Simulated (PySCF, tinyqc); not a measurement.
Inside a calculation (part 1 of 2). Method: RHF in the 3-21g basis, for H3-, spin multiplicity 1. The basis has no diffuse functions, so it cannot describe the extra electron: this is an exercise in the method, not the real anion. The lowest restricted solution is unstable here: a spin-polarised one lies 0.0053 hartree lower (PySCF). Computed by tinyqc, a small Python program that keeps every step (integrals from PySCF). Settings: charge = -1, multiplicity = 1, basis = 3-21g, energy threshold = 1e-09, iteration cap = 64, orthogonalisation = symmetric, start = core, DIIS depth = 0, method = RHF. Command: `OMP_NUM_THREADS=1 python tinyqc.py 23936 23937 out.jsonl` (the two numbers bound the seeds that draw the settings). One thread of a shared host (Intel(R) Xeon(R) Processor @ 2.60GHz), about 0.04 s of CPU time with the checks. Later iterations appear only in the table of the cycle.

## One-electron integrals

Geometry (angstrom):
```
atom        x        y        z
H     0.00000  0.00000  0.00000
H     0.00000  0.00000  1.14600
H     0.00000  1.26100  0.01300
```

Basis 3-21g: exponents (1/bohr^2) and contraction coefficients of normalised primitives:
```
element  l (shell)  exponent  coefficient
H            s (1)   5.44718      0.15628
H            s (1)   0.82455      0.90469
H            s (2)   0.18319      1.00000
```

Overlap, kinetic and nuclear-attraction integrals over the contracted functions; the nuclear repulsion is the sum of Za Zb / Rab.

nuclear repulsion = 1.1935431 hartree

overlap S:
```
         1H 1s    1H 2s    2H 1s    2H 2s    3H 1s    3H 2s
1H 1s  1.00000  0.64590  0.12384  0.31782  0.08143  0.27370
1H 2s  0.64590  1.00000  0.31782  0.65078  0.27370  0.59442
2H 1s  0.12384  0.31782  1.00000  0.64590  0.01200  0.13697
2H 2s  0.31782  0.65078  0.64590  1.00000  0.13697  0.39062
3H 1s  0.08143  0.27370  0.01200  0.13697  1.00000  0.64590
3H 2s  0.27370  0.59442  0.13697  0.39062  0.64590  1.00000
```

kinetic energy T (hartree):
```
          1H 1s    1H 2s     2H 1s     2H 2s     3H 1s     3H 2s
1H 1s   1.54940  0.29315  -0.05687   0.07591  -0.06451   0.05300
1H 2s   0.29315  0.27479   0.07591   0.12761   0.05300   0.10670
2H 1s  -0.05687  0.07591   1.54940   0.29315  -0.02764  -0.00212
2H 2s   0.07591  0.12761   0.29315   0.27479  -0.00212   0.04007
3H 1s  -0.06451  0.05300  -0.02764  -0.00212   1.54940   0.29315
3H 2s   0.05300  0.10670  -0.00212   0.04007   0.29315   0.27479
```

nuclear attraction V (hartree):
```
          1H 1s     1H 2s     2H 1s     2H 2s     3H 1s     3H 2s
1H 1s  -2.60227  -1.35117  -0.27142  -0.67266  -0.16879  -0.57337
1H 2s  -1.35117  -1.51759  -0.64811  -1.01974  -0.54338  -0.92373
2H 1s  -0.27142  -0.64811  -2.49480  -1.28194  -0.02243  -0.27356
2H 2s  -0.67266  -1.01974  -1.28194  -1.42557  -0.26775  -0.60599
3H 1s  -0.16879  -0.54338  -0.02243  -0.26775  -2.45270  -1.25514
3H 2s  -0.57337  -0.92373  -0.27356  -0.60599  -1.25514  -1.39553
```

core Hamiltonian H = T + V (hartree):
```
          1H 1s     1H 2s     2H 1s     2H 2s     3H 1s     3H 2s
1H 1s  -1.05286  -1.05802  -0.32829  -0.59675  -0.23331  -0.52037
1H 2s  -1.05802  -1.24280  -0.57220  -0.89212  -0.49039  -0.81704
2H 1s  -0.32829  -0.57220  -0.94540  -0.98878  -0.05007  -0.27567
2H 2s  -0.59675  -0.89212  -0.98878  -1.15078  -0.26986  -0.56591
3H 1s  -0.23331  -0.49039  -0.05007  -0.26986  -0.90329  -0.96198
3H 2s  -0.52037  -0.81704  -0.27567  -0.56591  -0.96198  -1.12074
```

## Two-electron integrals

Functions are numbered as in S; the eight-fold symmetry (ij|kl) = (ji|kl) = (kl|ij) leaves the list below.

Two-electron integrals (ij|kl) in chemists' order, unique and non-zero (hartree):
```
(11|11) 1.14014   (21|11) 0.61140   (21|21) 0.34515   (22|11) 0.62637
(22|21) 0.38033   (22|22) 0.48296   (31|11) 0.09822   (31|21) 0.05799
(31|22) 0.06848   (31|31) 0.01570   (32|11) 0.17086   (32|21) 0.10700
(32|22) 0.14433   (32|31) 0.03214   (32|32) 0.08298   (33|11) 0.46002
(33|21) 0.29446   (33|22) 0.42044   (33|31) 0.09822   (33|32) 0.29041
(33|33) 1.14014   (41|11) 0.29041   (41|21) 0.16526   (41|22) 0.18456
(41|31) 0.03214   (41|32) 0.06078   (41|33) 0.17086   (41|41) 0.08298
(42|11) 0.36335   (42|21) 0.22346   (42|22) 0.29318   (42|31) 0.04979
(42|32) 0.11631   (42|33) 0.36335   (42|41) 0.11631   (42|42) 0.20454
(43|11) 0.29446   (43|21) 0.18740   (43|22) 0.26534   (43|31) 0.05799
(43|32) 0.16526   (43|33) 0.61140   (43|41) 0.10700   (43|42) 0.22346
(43|43) 0.34515   (44|11) 0.42044   (44|21) 0.26534   (44|22) 0.37407
(44|31) 0.06848   (44|32) 0.18456   (44|33) 0.62637   (44|41) 0.14433
(44|42) 0.29318   (44|43) 0.38033   (44|44) 0.48296   (51|11) 0.06109
(51|21) 0.03650   (51|22) 0.04402   (51|31) 0.00606   (51|32) 0.01191
(51|33) 0.03302   (51|41) 0.01754   (51|42) 0.02598   (51|43) 0.02124
(51|44) 0.03120   (51|51) 0.00677   (52|11) 0.13596   (52|21) 0.08585
(52|22) 0.11861   (52|31) 0.01498   (52|32) 0.03267   (52|33) 0.09399
(52|41) 0.04169   (52|42) 0.07172   (52|43) 0.06057   (52|44) 0.09102
(52|51) 0.01780   (52|52) 0.06146   (53|11) 0.00717   (53|21) 0.00446
(53|22) 0.00585   (53|31) 0.00109   (53|32) 0.00244   (53|33) 0.00726
(53|41) 0.00242   (53|42) 0.00422   (53|43) 0.00451   (53|44) 0.00588
(53|51) 0.00075   (53|52) 0.00214   (53|53) 0.00015   (54|11) 0.06686
(54|21) 0.04229   (54|22) 0.05872   (54|31) 0.00799   (54|32) 0.01785
(54|33) 0.05180   (54|41) 0.02113   (54|42) 0.03746   (54|43) 0.03329
(54|44) 0.04918   (54|51) 0.00865   (54|52) 0.02995   (54|53) 0.00120
(54|54) 0.01531   (55|11) 0.41899   (55|21) 0.26934   (55|22) 0.39372
(55|31) 0.04742   (55|32) 0.10716   (55|33) 0.31215   (55|41) 0.13112
(55|42) 0.23936   (55|43) 0.20157   (55|44) 0.30837   (55|51) 0.06109
(55|52) 0.24826   (55|53) 0.00726   (55|54) 0.12015   (55|55) 1.14014
(61|11) 0.24826   (61|21) 0.14151   (61|22) 0.15848   (61|31) 0.02384
(61|32) 0.04453   (61|33) 0.12286   (61|41) 0.06784   (61|42) 0.09332
(61|43) 0.07828   (61|44) 0.11127   (61|51) 0.01780   (61|52) 0.04275
(61|53) 0.00213   (61|54) 0.02099   (61|55) 0.13596   (61|61) 0.06146
(62|11) 0.32438   (62|21) 0.19998   (62|22) 0.26402   (62|31) 0.03609
(62|32) 0.07815   (62|33) 0.22856   (62|41) 0.09726   (62|42) 0.16126
(62|43) 0.14514   (62|44) 0.20861   (62|51) 0.02989   (62|52) 0.09064
(62|53) 0.00394   (62|54) 0.04475   (62|55) 0.32438   (62|61) 0.09064
(62|62) 0.17064   (63|11) 0.07192   (63|21) 0.04516   (63|22) 0.06136
(63|31) 0.01336   (63|32) 0.03462   (63|33) 0.12015   (63|41) 0.02556
(63|42) 0.04931   (63|43) 0.06899   (63|44) 0.07825   (63|51) 0.00558
(63|52) 0.01569   (63|53) 0.00120   (63|54) 0.00872   (63|55) 0.05180
(63|61) 0.01952   (63|62) 0.03554   (63|63) 0.01531   (64|11) 0.19208
(64|21) 0.11964   (64|22) 0.16237   (64|31) 0.02613   (64|32) 0.06214
(64|33) 0.19293   (64|41) 0.06197   (64|42) 0.11291   (64|43) 0.12012
(64|44) 0.16284   (64|51) 0.01756   (64|52) 0.05411   (64|53) 0.00289
(64|54) 0.02859   (64|55) 0.19293   (64|61) 0.05396   (64|62) 0.10460
(64|63) 0.02859   (64|64) 0.07369   (65|11) 0.26934   (65|21) 0.17239
(65|22) 0.24963   (65|31) 0.03055   (65|32) 0.06908   (65|33) 0.20157
(65|41) 0.08397   (65|42) 0.15240   (65|43) 0.13007   (65|44) 0.19793
(65|51) 0.03650   (65|52) 0.14151   (65|53) 0.00451   (65|54) 0.06899
(65|55) 0.61140   (65|61) 0.08585   (65|62) 0.19998   (65|63) 0.03329
(65|64) 0.12012   (65|65) 0.34515   (66|11) 0.39372   (66|21) 0.24963
(66|22) 0.35703   (66|31) 0.04541   (66|32) 0.10409   (66|33) 0.30837
(66|41) 0.12188   (66|42) 0.22101   (66|43) 0.19793   (66|44) 0.29577
(66|51) 0.04402   (66|52) 0.15848   (66|53) 0.00588   (66|54) 0.07825
(66|55) 0.62637   (66|61) 0.11861   (66|62) 0.26402   (66|63) 0.04918
(66|64) 0.16284   (66|65) 0.38033   (66|66) 0.48296
```

## Orthogonalisation

S = U s U^T; symmetric (Loewdin) form X = U s^(-1/2) U^T, so that X^T S X = 1.

eigenvalues of S: 0.16869  0.25627  0.39131  0.97988  1.34649  2.85736

X:
```
          1H 1s     1H 2s     2H 1s     2H 2s     3H 1s     3H 2s
1H 1s   1.25028  -0.51910   0.01910   0.02088   0.03086   0.02404
1H 2s  -0.51910   1.73031  -0.00557  -0.48284  -0.00355  -0.41368
2H 1s   0.01910  -0.00557   1.24379  -0.48767   0.01744   0.03705
2H 2s   0.02088  -0.48284  -0.48767   1.53108   0.03271  -0.11516
3H 1s   0.03086  -0.00355   0.01744   0.03271   1.24378  -0.48665
3H 2s   0.02404  -0.41368   0.03705  -0.11516  -0.48665   1.47307
```

## Starting guess

The start is the orbitals of the core Hamiltonian; D = 2 C_occ C_occ^T.

D at the start:
```
         1H 1s    1H 2s     2H 1s     2H 2s     3H 1s     3H 2s
1H 1s  0.25188  0.23671   0.17789   0.15037   0.11190   0.08967
1H 2s  0.23671  0.22410   0.14827   0.11396   0.12779   0.11760
2H 1s  0.17789  0.14827   0.34102   0.41794  -0.17893  -0.31660
2H 2s  0.15037  0.11396   0.41794   0.54096  -0.30653  -0.49633
3H 1s  0.11190  0.12779  -0.17893  -0.30653   0.35862   0.49481
3H 2s  0.08967  0.11760  -0.31660  -0.49633   0.49481   0.70203
```

## Iteration 1: building the Fock matrix

J_ij = sum D_kl (ij|kl), K_ij = sum D_kl (ik|jl); F = H + J - 0.5 K; E = tr D H + tr D J / 2 - 0.25 tr D K + E_nn.

Coulomb J (hartree):
```
         1H 1s    1H 2s    2H 1s    2H 2s    3H 1s    3H 2s
1H 1s  2.18588  1.32631  0.28006  0.67323  0.18399  0.58060
1H 2s  1.32631  1.73450  0.66571  1.16895  0.58351  1.08031
2H 1s  0.28006  0.66571  2.17663  1.30128  0.02625  0.28747
2H 2s  0.67323  1.16895  1.30128  1.66736  0.29160  0.71239
3H 1s  0.18399  0.58351  0.02625  0.29160  2.23657  1.33166
3H 2s  0.58060  1.08031  0.28747  0.71239  1.33166  1.69294
```

exchange K (hartree):
```
         1H 1s    1H 2s     2H 1s    2H 2s     3H 1s    3H 2s
1H 1s  0.97687  0.86211   0.43283  0.61827   0.30810  0.52420
1H 2s  0.86211  0.94008   0.59050  0.75150   0.51591  0.69396
2H 1s  0.43283  0.59050   1.17399  0.91710  -0.07179  0.15940
2H 2s  0.61827  0.75150   0.91710  0.89096   0.16777  0.38170
3H 1s  0.30810  0.51591  -0.07179  0.16777   1.26918  0.98247
3H 2s  0.52420  0.69396   0.15940  0.38170   0.98247  0.93773
```

Fock matrix F (hartree):
```
          1H 1s     1H 2s     2H 1s     2H 2s     3H 1s     3H 2s
1H 1s   0.64459  -0.16277  -0.26464  -0.23266  -0.20337  -0.20188
1H 2s  -0.16277   0.02166  -0.20174  -0.09892  -0.16483  -0.08371
2H 1s  -0.26464  -0.20174   0.64424  -0.14606   0.01208  -0.06790
2H 2s  -0.23266  -0.09892  -0.14606   0.07110  -0.06215  -0.04438
3H 1s  -0.20337  -0.16483   0.01208  -0.06215   0.69869  -0.12156
3H 2s  -0.20188  -0.08371  -0.06790  -0.04438  -0.12156   0.10333
```

total energy of this density = -1.2722216 hartree

## Iteration 1: diagonalisation and new density

Diagonalise F' = X^T F X, C = X C', fill 2 alpha and 2 beta electrons from the bottom; D = 2 C_occ C_occ^T. Each column has its largest component positive (the first on a tie).

F' = X^T F X (hartree):
```
          1         2         3         4         5         6
1   1.18615  -0.63803  -0.14507  -0.11928  -0.06873  -0.10428
2  -0.63803   0.63126  -0.12648  -0.14770  -0.11506  -0.13172
3  -0.14507  -0.12648   1.18180  -0.65692   0.09562   0.02094
4  -0.11928  -0.14770  -0.65692   0.58941   0.01724  -0.04596
5  -0.06873  -0.11506   0.09562   0.01724   1.24219  -0.67915
6  -0.10428  -0.13172   0.02094  -0.04596  -0.67915   0.59831
```

orbital energies (hartree): MO1 -0.14098, MO2 0.15102, MO3 0.52415, MO4 1.56424, MO5 1.63585, MO6 1.69484

coefficients C:
```
           MO1       MO2       MO3       MO4       MO5       MO6
1H 1s  0.22771  -0.00519   0.12030   0.85804  -1.01245  -0.08570
1H 2s  0.38247   0.01791   1.27008  -0.80948   1.07166   0.32300
2H 1s  0.17708  -0.18799  -0.07114   0.91824   0.71883   0.59605
2H 2s  0.27670  -0.66151  -0.86744  -0.73344  -0.91657  -0.43042
3H 1s  0.12769   0.21354  -0.06171  -0.37260  -0.46179   1.16977
3H 2s  0.19108   0.76330  -0.68710   0.63194   0.31745  -1.00088
```

D after iteration 1:
```
         1H 1s    1H 2s     2H 1s     2H 2s     3H 1s     3H 2s
1H 1s  0.10375  0.17400   0.08260   0.13288   0.05594   0.07910
1H 2s  0.17400  0.29321   0.12872   0.18796   0.10533   0.17351
2H 1s  0.08260  0.12872   0.13340   0.34672  -0.03506  -0.21931
2H 2s  0.13288  0.18796   0.34672   1.02832  -0.21185  -0.90411
3H 1s  0.05594  0.10533  -0.03506  -0.21185   0.12381   0.37478
3H 2s  0.07910  0.17351  -0.21931  -0.90411   0.37478   1.23827
```

## Iteration 2: building the Fock matrix

As before.

Coulomb J (hartree):
```
         1H 1s    1H 2s    2H 1s    2H 2s    3H 1s    3H 2s
1H 1s  2.00750  1.23345  0.26087  0.62682  0.17087  0.54011
1H 2s  1.23345  1.65017  0.62799  1.11662  0.54445  1.02786
2H 1s  0.26087  0.62799  2.03645  1.23369  0.02472  0.27137
2H 2s  0.62682  1.11662  1.23369  1.61239  0.27256  0.68053
3H 1s  0.17087  0.54445  0.02472  0.27256  2.05669  1.24508
3H 2s  0.54011  1.02786  0.27137  0.68053  1.24508  1.62448
```

exchange K (hartree):
```
         1H 1s    1H 2s     2H 1s    2H 2s     3H 1s    3H 2s
1H 1s  0.76464  0.75342   0.37803  0.56089   0.27685  0.47904
1H 2s  0.75342  0.92240   0.56249  0.76412   0.48442  0.70173
2H 1s  0.37803  0.56249   0.99144  0.87232  -0.02541  0.17168
2H 2s  0.56089  0.76412   0.87232  0.94276   0.17295  0.39497
3H 1s  0.27685  0.48442  -0.02541  0.17295   1.01845  0.89807
3H 2s  0.47904  0.70173   0.17168  0.39497   0.89807  0.97035
```

Fock matrix F (hartree):
```
          1H 1s     1H 2s     2H 1s     2H 2s     3H 1s     3H 2s
1H 1s   0.57232  -0.20127  -0.25643  -0.25037  -0.20087  -0.21978
1H 2s  -0.20127  -0.05384  -0.22545  -0.15756  -0.18815  -0.14004
2H 1s  -0.25643  -0.22545   0.59534  -0.19126  -0.01265  -0.09014
2H 2s  -0.25037  -0.15756  -0.19126  -0.00978  -0.08378  -0.08287
3H 1s  -0.20087  -0.18815  -0.01265  -0.08378   0.64417  -0.16594
3H 2s  -0.21978  -0.14004  -0.09014  -0.08287  -0.16594   0.01857
```

total energy of this density = -1.4282440 hartree

## Iteration 2: diagonalisation and new density

As before.

F' = X^T F X (hartree):
```
          1         2         3         4         5         6
1   1.10493  -0.62626  -0.12397  -0.11762  -0.05710  -0.10283
2  -0.62626   0.56849  -0.12714  -0.16586  -0.11563  -0.14832
3  -0.12397  -0.12714   1.14091  -0.66312   0.07296   0.01564
4  -0.11762  -0.16586  -0.66312   0.51648   0.01248  -0.04007
5  -0.05710  -0.11563   0.07296   0.01248   1.19079  -0.67687
6  -0.10283  -0.14832   0.01564  -0.04007  -0.67687   0.51442
```

orbital energies (hartree): MO1 -0.21855, MO2 0.08898, MO3 0.46988, MO4 1.50194, MO5 1.56783, MO6 1.62594

coefficients C:
```
           MO1       MO2       MO3       MO4       MO5       MO6
1H 1s  0.21434  -0.00721   0.14550  -1.14826   0.66876   0.04565
1H 2s  0.37488   0.00947   1.24928   1.14885  -0.77720   0.20625
2H 1s  0.16705  -0.17206  -0.08318  -0.59036  -1.02705   0.56492
2H 2s  0.28354  -0.68402  -0.84750   0.33872   1.13928  -0.38820
3H 1s  0.12701   0.19259  -0.06939   0.28049   0.47858   1.19181
3H 2s  0.21330   0.78073  -0.67217  -0.56151  -0.41559  -0.99913
```

D after iteration 2:
```
         1H 1s    1H 2s     2H 1s     2H 2s     3H 1s     3H 2s
1H 1s  0.09199  0.16057   0.07409   0.13141   0.05167   0.08017
1H 2s  0.16057  0.28125   0.12199   0.19963   0.09888   0.17471
2H 1s  0.07409  0.12199   0.11502   0.33011  -0.02384  -0.19740
2H 2s  0.13141  0.19963   0.33011   1.09655  -0.19145  -0.94711
3H 1s  0.05167  0.09888  -0.02384  -0.19145   0.10645   0.35491
3H 2s  0.08017  0.17471  -0.19740  -0.94711   0.35491   1.31006
```

## Iteration 3: building the Fock matrix

As before.

Coulomb J (hartree):
```
         1H 1s    1H 2s    2H 1s    2H 2s    3H 1s    3H 2s
1H 1s  1.98312  1.22048  0.25845  0.62055  0.16932  0.53471
1H 2s  1.22048  1.63817  0.62360  1.10993  0.54056  1.02157
2H 1s  0.25845  0.62360  2.02094  1.22620  0.02455  0.26958
2H 2s  0.62055  1.10993  1.22620  1.60629  0.27073  0.67710
3H 1s  0.16932  0.54056  0.02455  0.27073  2.04034  1.23718
3H 2s  0.53471  1.02157  0.26958  0.67710  1.23718  1.61806
```

exchange K (hartree):
```
         1H 1s    1H 2s     2H 1s    2H 2s     3H 1s    3H 2s
1H 1s  0.73506  0.73436   0.37106  0.55183   0.27282  0.47139
1H 2s  0.73436  0.91294   0.55864  0.76355   0.48109  0.70055
2H 1s  0.37106  0.55864   0.97058  0.86708  -0.01861  0.17500
2H 2s  0.55183  0.76355   0.86708  0.94941   0.17579  0.39820
3H 1s  0.27282  0.48109  -0.01861  0.17579   0.99550  0.89095
3H 2s  0.47139  0.70055   0.17500  0.39820   0.89095  0.97536
```

Fock matrix F (hartree):
```
          1H 1s     1H 2s     2H 1s     2H 2s     3H 1s     3H 2s
1H 1s   0.56273  -0.20471  -0.25536  -0.25211  -0.20039  -0.22136
1H 2s  -0.20471  -0.06110  -0.22792  -0.16397  -0.19037  -0.14574
2H 1s  -0.25536  -0.22792   0.59026  -0.19613  -0.01621  -0.09359
2H 2s  -0.25211  -0.16397  -0.19613  -0.01920  -0.08703  -0.08792
3H 1s  -0.20039  -0.19037  -0.01621  -0.08703   0.63930  -0.17028
3H 2s  -0.22136  -0.14574  -0.09359  -0.08792  -0.17028   0.00964
```

total energy of this density = -1.4304396 hartree

## Iteration 3: diagonalisation and new density

As before.

F' = X^T F X (hartree):
```
          1         2         3         4         5         6
1   1.09271  -0.62305  -0.12166  -0.11750  -0.05590  -0.10266
2  -0.62305   0.56195  -0.12676  -0.16786  -0.11517  -0.14967
3  -0.12166  -0.12676   1.13655  -0.66342   0.07016   0.01403
4  -0.11750  -0.16786  -0.66342   0.50753   0.01104  -0.04007
5  -0.05590  -0.11517   0.07016   0.01104   1.18624  -0.67653
6  -0.10266  -0.14967   0.01403  -0.04007  -0.67653   0.50537
```

orbital energies (hartree): MO1 -0.22695, MO2 0.08375, MO3 0.46333, MO4 1.49079, MO5 1.56006, MO6 1.61937

coefficients C:
```
           MO1       MO2       MO3       MO4       MO5       MO6
1H 1s  0.21329  -0.00712   0.14923  -1.18358   0.60295   0.05263
1H 2s  0.37107   0.00842   1.24695   1.19299  -0.71518   0.20098
2H 1s  0.16607  -0.16958  -0.08438  -0.53095  -1.06177   0.56052
2H 2s  0.28684  -0.68634  -0.84481   0.27087   1.15840  -0.38421
3H 1s  0.12676   0.19006  -0.07008   0.25675   0.48751   1.19393
3H 2s  0.21624   0.78351  -0.66960  -0.54045  -0.43809  -1.00005
```

D after iteration 3:
```
         1H 1s    1H 2s     2H 1s     2H 2s     3H 1s     3H 2s
1H 1s  0.09109  0.15817   0.07326   0.13214   0.05137   0.08109
1H 2s  0.15817  0.27553   0.12040   0.20133   0.09727   0.17368
2H 1s  0.07326  0.12040   0.11268   0.32806  -0.02236  -0.19392
2H 2s  0.13214  0.20133   0.32806   1.10669  -0.18818  -0.95146
3H 1s  0.05137  0.09727  -0.02236  -0.18818   0.10438   0.35266
3H 2s  0.08109  0.17368  -0.19392  -0.95146   0.35266   1.32130
```

## Iteration 9 (converged): orbitals

converged F (hartree):
```
          1H 1s     1H 2s     2H 1s     2H 2s     3H 1s     3H 2s
1H 1s   0.56088  -0.20514  -0.25534  -0.25252  -0.20030  -0.22159
1H 2s  -0.20514  -0.06190  -0.22835  -0.16496  -0.19063  -0.14649
2H 1s  -0.25534  -0.22835   0.58951  -0.19699  -0.01694  -0.09433
2H 2s  -0.25252  -0.16496  -0.19699  -0.02082  -0.08771  -0.08887
3H 1s  -0.20030  -0.19063  -0.01694  -0.08771   0.63884  -0.17098
3H 2s  -0.22159  -0.14649  -0.09433  -0.08887  -0.17098   0.00824
```

As before.

F' = X^T F X (hartree):
```
          1         2         3         4         5         6
1   1.09017  -0.62222  -0.12144  -0.11768  -0.05574  -0.10270
2  -0.62222   0.56124  -0.12663  -0.16814  -0.11494  -0.14971
3  -0.12144  -0.12663   1.13600  -0.66359   0.06964   0.01363
4  -0.11768  -0.16814  -0.66359   0.50604   0.01065  -0.04023
5  -0.05574  -0.11494   0.06964   0.01065   1.18601  -0.67672
6  -0.10270  -0.14971   0.01363  -0.04023  -0.67672   0.50397
```

orbital energies (hartree): MO1 -0.22828, MO2 0.08311, MO3 0.46227, MO4 1.48853, MO5 1.55895, MO6 1.61885

coefficients C:
```
           MO1       MO2       MO3       MO4       MO5       MO6
1H 1s  0.21338  -0.00711   0.14996  -1.19124   0.58740   0.05334
1H 2s  0.36948   0.00794   1.24674   1.20245  -0.70054   0.20046
2H 1s  0.16602  -0.16905  -0.08457  -0.51751  -1.06982   0.55794
2H 2s  0.28809  -0.68638  -0.84445   0.25568   1.16254  -0.38189
3H 1s  0.12667   0.18964  -0.07009   0.24985   0.48831   1.19514
3H 2s  0.21689   0.78434  -0.66876  -0.53421  -0.44243  -1.00126
```

D after iteration 9:
```
         1H 1s    1H 2s     2H 1s     2H 2s     3H 1s     3H 2s
1H 1s  0.09116  0.15756   0.07325   0.13270   0.05136   0.08141
1H 2s  0.15756  0.27315   0.11999   0.20199   0.09662   0.17273
2H 1s  0.07325  0.11999   0.11228   0.32772  -0.02206  -0.19317
2H 2s  0.13270  0.20199   0.32772   1.10824  -0.18734  -0.95175
3H 1s  0.05136  0.09662  -0.02206  -0.18734   0.10402   0.35244
3H 2s  0.08141  0.17273  -0.19317  -0.95175   0.35244   1.32447
```
